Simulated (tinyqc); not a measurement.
Nudged elastic band on a two-dimensional model surface: one step, computed by the program tinyqc. Command: `OMP_NUM_THREADS=1 python tinyqc.py 3028657 3028658 out.jsonl neb walk`. One thread of a shared host (Intel(R) Xeon(R) Processor @ 2.30GHz), about 0.3 s of CPU time with the checks.

V(x, y) = h u^2 + t x + (kappa/2)(y + c u)^2 with u = x^2/w^2 - 1; the path runs from the minimum near (-w, 0) to that near (w, 0).

Task: Stationary points. Newton steps x(new) = x - H^-1 grad V (moves limited to 0.3 angstrom) from (-w, 0), (w, 0) and (0, c) give the two minima and the saddle.

Inputs (values chosen for the exercise, for a model surface):
```
quantity                     value           unit
height h                      0.58             eV
half width w                   1.1       angstrom
transverse stiffness kappa     3.4  eV/angstrom^2
curvature c                   0.69       angstrom
tilt t                      -0.048    eV/angstrom
```

Surface: curved double well. Climbing image: off.

Give: positions; energies; barrier from the start.

Result:

positions (angstrom):
```
             x       y
start   -1.087   0.016
end      1.112  -0.016
saddle  -0.025   0.690
```

energies (eV): start 0.0525, end -0.0531, saddle 0.5806

barrier from the start = 0.5281 eV
